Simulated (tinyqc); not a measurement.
## Van der Pauw, Hall and four-point-probe measurements on a doped layer: correction factor against the shape of the sample

A uniform p-type layer with sheet resistance Rs = 1/(q ns mu), point contacts, low field (mu B small).

Rs = 1/(q ns mu). For a rectangle with contacts at the corners, RA = (8 Rs/pi) sum_(k>=0) ln coth((2k + 1) pi a/(2 b)) with current along a short side b and voltage along the opposite one, RB the same with a and b exchanged. ar = a/b. F = Rs/[(pi/ln 2)(RA + RB)/2]; small-asymmetry estimate 1 - (ln 2/2) d^2 - ((ln 2)^2/4 - (ln 2)^3/12) d^4 with d = (RB - RA)/(RB + RA).

Values chosen for this exercise: sheet density of the layer ns = 2.1e13 cm^-2; drift mobility mu = 19 cm^2/(V s).

Constants: q = 1.602176634e-19 C. Results are converted to the units shown.

Result of one run:

| RA (ohm) | RB (ohm) | RB/RA | F | estimate of F |
|---|---|---|---|---|
| 574.44 | 11038 | 19.215 | 0.59443 | 0.65773 |

Which side ratio a/b of a rectangular sample with corner contacts ar gave this result: 1.29, 1.43, 1.57 or 1.71?

ar = 1.57.

The whole series:

| ar | RA (ohm) | RB (ohm) | RB/RA | F | estimate of F |
|---|---|---|---|---|---|
| 1 | 3451.4 | 3451.4 | 1.0000 | 1.0000 | 1.0000 |
| 1.14 | 2220.0 | 5091.0 | 2.2933 | 0.94416 | 0.94436 |
| 1.29 | 1384.9 | 7048.2 | 5.0894 | 0.81853 | 0.82491 |
| 1.43 | 891.87 | 9002.3 | 10.094 | 0.69766 | 0.72542 |
| 1.57 | 574.44 | 11038 | 19.215 | 0.59443 | 0.65773 |
| 1.71 | 370.01 | 13128 | 35.479 | 0.51141 | 0.61668 |
| 1.86 | 230.97 | 15405 | 66.699 | 0.44146 | 0.59168 |
| 2 | 148.78 | 17554 | 117.99 | 0.38992 | 0.57867 |

RB/RA rises from 1.00 to 118 and F falls from 1.00 to 0.390. The estimate is 0.78 % above F at a/b = 1.29 and 48 % above it in the last row. RA shrinks about as exp(-pi a/b): by a factor of 1.55 between the last two rows, against 1.55.

Numbers from tinyqc (`OMP_NUM_THREADS=1 python tinyqc.py 2850128 2850129 out.jsonl`; about 0.04 s on one thread of a shared Intel Xeon 2.30GHz).
